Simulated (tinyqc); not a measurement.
Hole subbands of a hard-walled well, four-band Luttinger model: sweeps and comparisons. A value that a table varies takes the place of the one given here.

Hole energies are counted downwards from the unstrained band edge, c = hbar^2/2m0. After the usual block transformation one block is H = [[P + Q - Zs, R - i S], [R + i S, P - Q + Zs]] in (heavy, light), with P +/- Q = c [(g1 +/- g2) k^2 + (g1 -/+ 2 g2) kz^2], R = sqrt(3) c gR k^2, S = 2 sqrt(3) c g3 k kz, kz = -i d/dz; axial approximation gR = (g2 + g3)/2. Zs = b (e_par - e_perp) is the shear part of the strain (the hydrostatic part shifts all levels alike and is left out). Basis sqrt(2/L) sin(n pi z/L), n = 1 to N, for each component: kz^2 gives (n pi/L)^2 and the heavy-light block is R delta_nm - 2 sqrt(3) c g3 k D_nm with D_nm = 4 n m/(L (n^2 - m^2)) for n + m odd, 0 otherwise. The other block has the same levels. The split-off band is left out.

Constants: hbar^2/2m0 = 3.80998211 eV angstrom^2.

Parameters, chosen for this exercise (near those of AlAs; shifted at random, so the results belong to these values and not to a real crystal): g1 = 3.77 (Luttinger gamma1); g2 = 0.82 (gamma2); g3 = 1.42 (gamma3); L = 195 angstrom (well width along [001]); Zs = 0 eV (shear strain energy); k = 0.0205 1/angstrom (wave vector in the plane); Zlist = (-0.016, -0.0115, -0.0058, -0.0033, 0, 0.0052, 0.0144) eV (shear strain energies (negative: tension in the plane, for b < 0)).

## Which coupling does what

N = 20, at the given k. Diagonal: R = S = 0. Along [100] and [110] gR is g2 and g3 instead of their mean.

Hole energies (meV):

| model | E1 | E2 | E3 | E4 |
|---|---|---|---|---|
| diagonal | 9.46 | 10.07 | 15.77 | 26.12 |
| R alone | 6.64 | 12.89 | 14.91 | 25.95 |
| S alone | 6.32 | 7.43 | 16.26 | 16.53 |
| axial | 4.67 | 8.04 | 16.59 | 16.65 |
| [100] | 5.27 | 7.92 | 16.46 | 16.57 |
| [110] | 4.02 | 8.06 | 16.59 | 16.93 |

What does this show, and why?

The couplings move E1 by -4.79 meV: R alone by -2.81, S alone by -3.13, so S matters more at k L/pi = 1.27 (R grows as k^2 and joins equal n, S as k and joins n of opposite parity). Warping spreads E1 by 1.25 meV between [100] and [110], the hole being heavier along [110]; the axial value lies between them.

## Strain

N = 20. dE is the rise of the top subband from k = 0 to k1 = pi/(4L), m1 = c k1^2/dE (dash if dE is not positive), and the heavy weight is taken at k = pi/L.

Top subband:

| Zs (eV) | HH1 (meV) | LH1 (meV) | dE (meV) | heavy weight | m1 (m0) |
|---|---|---|---|---|---|
| -0.0160 | 18.1 | -10.7 | 0.148 | 0.017 | 0.419 |
| -0.0115 | 13.6 | -6.2 | 0.136 | 0.030 | 0.453 |
| -0.0058 | 7.9 | -0.5 | 0.103 | 0.085 | 0.600 |
| -0.0033 | 5.4 | 2.0 | 0.064 | 0.167 | 0.971 |
| 0.0000 | 2.1 | 5.3 | 0.221 | 0.581 | 0.280 |
| 0.0052 | -3.1 | 10.5 | 0.244 | 0.950 | 0.253 |
| 0.0144 | -12.3 | 19.7 | 0.259 | 0.987 | 0.239 |

What can be read from the table?

HH1 and LH1 cross at Zs = -2 c g2 (pi/L)^2 = -0.0016 eV; for more negative Zs the light hole is on top. Among the rows with HH1 on top, m1 goes from 0.280 to 0.239 m0 as the splitting widens from 3 to 32 meV, against the unmixed 1/(g1 + g2) = 0.218: compression lightens the holes here. m1 describes the neighbourhood of k = 0 only; where HH1 and LH1 lie close, the band may peak further out.

## What each parameter does

N = 20; the three lowest hole energies at the given k and the heavy weight of the lowest. Each row changes one parameter from the base and keeps the others.

Results:

| case | E1 (meV) | E2 (meV) | E3 (meV) | heavy weight |
|---|---|---|---|---|
| base | 4.67 | 8.04 | 16.59 | 0.486 |
| g1 = 4.07 | 5.59 | 9.28 | 18.12 | 0.488 |
| g2 = 0.74 | 4.80 | 8.13 | 16.84 | 0.485 |
| g3 = 1.31 | 5.09 | 8.55 | 16.63 | 0.489 |
| L = 185 angstrom | 5.01 | 8.55 | 17.74 | 0.501 |
| Zs = 0.02 eV | -11.34 | -6.45 | 2.28 | 0.984 |
| k = 0.0267 1/angstrom | 5.90 | 9.88 | 18.03 | 0.437 |

What does this show?

The largest shifts from the base row, up to three for each result and ties (the steps differ in size, so this ranks the rows, not the parameters). E1 (meV): Zs -16.01, k +1.23, g1 +0.92. E2 (meV): Zs -14.50, k +1.84, g1 +1.23. E3 (meV): Zs -14.31, g1 +1.53, k +1.44. heavy weight: Zs +0.498, k -0.049, L +0.015.

Run: tinyqc, `OMP_NUM_THREADS=1 python tinyqc.py 1282199 1282200 out.jsonl`; Intel(R) Xeon(R) Processor @ 2.30GHz, one thread, shared host; about 0.1 s of CPU time with all checks.
